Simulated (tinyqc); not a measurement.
# Worked calculation: free and trapped electrons in a MOS channel with a dense trap tail

tinyqc, about 0.02 s, one thread, Intel Xeon 2.30GHz (shared host): `OMP_NUM_THREADS=1 python tinyqc.py 2222138 2222139 out.jsonl` Printed values are rounded.

p-type body, charge-sheet picture, full ionisation (an idealisation for deep acceptors), Boltzmann statistics for free electrons. e = Ec - EF at the surface. Acceptor-like traps of density D(E) = D0 + De exp(-E/Ew) at depth E below Ec, from 0 to Eu, hold n_t = integral of D(E)/(1 + exp((e - E)/Vt)). psi = Eg - Vt ln(Nv/Na) - e; N_dep = sqrt(2 eps0 eps_r Na (psi - Vt)/q); n_f = sqrt(N_dep^2 + 2 eps0 eps_r Vt Nc exp(-e/Vt)/q) - N_dep; Vg = Vfb + psi + q (N_dep + n_t + n_f)/Cox, Cox = eps0 eox/tox.

Parameters, values chosen for the exercise; band and dielectric values close to those of 4H silicon carbide:
```
symbol    value         unit                                             meaning
T           400            K                                         temperature
Eg         3.24           eV                                            band gap
eps_r      9.84                                            relative permittivity
Nc      2.66e19        cm^-3              conduction-band density of states at T
Nv      3.88e19        cm^-3                 valence-band density of states at T
eox         3.9                           relative permittivity of the insulator
tox          26           nm                                 insulator thickness
Na         4e15        cm^-3                                    acceptor density
Vfb       -2.43            V            flat-band voltage without trapped charge
D0       3.1e10  cm^-2 eV^-1  constant background density of acceptor-like traps
De       3.1e12  cm^-2 eV^-1          density of the tail at the conduction edge
Ew         0.09           eV                            decay energy of the tail
Eu         0.78           eV        depth below Ec down to which the traps reach
mf          140   cm^2/(V s)                          mobility of free electrons
e         0.226           eV                              Ec - EF at the surface
```

Constants: q = 1.602176634e-19 C, kB = 1.380649e-23 J/K, Vt = kB T/q, eps0 = 8.8541878128e-14 F/cm where lengths are in cm. Results are converted to the units shown.

## Trapped charge

Trapezoid rule on 12 equal steps from 0 to Eu, f = 1/(1 + exp((e - E)/Vt)).

E, point 0 to 12 (eV): [0, 0.065, 0.13, 0.195, 0.26, 0.325, 0.39, 0.455, 0.52, 0.585, 0.65, 0.715, 0.78]
D(E) f, point 0 to 12 (cm^-2 eV^-1): [4.442135e9, 1.425598e10, 4.431200e10, 1.116633e11, 1.482078e11, 1.086219e11, 7.107346e10, 5.069284e10, 4.058830e10, 3.565959e10, 3.326340e10, 3.209932e10, 3.153392e10]
n_t = 4.604768e10 cm^-2

With 1600 steps n_t = 4.608e10 cm^-2; the coarse value is 0.071 % below it.

## Charges and gate voltage

psi, N_dep, n_f and Vg as defined, with the n_t given; free share n_f/(n_f + n_t); apparent mobility mf n_f/(n_f + n_t); gate voltage spent on traps q n_t/Cox.

psi = 2.697576 V
N_dep = 3.403737e11 cm^-2
n_f = 2.021205e10 cm^-2
Vg = 0.7581145 V
free share = 30.50428 %
apparent mobility = 42.70599 cm^2/(V s)
gate voltage spent on traps = 0.05554925 V
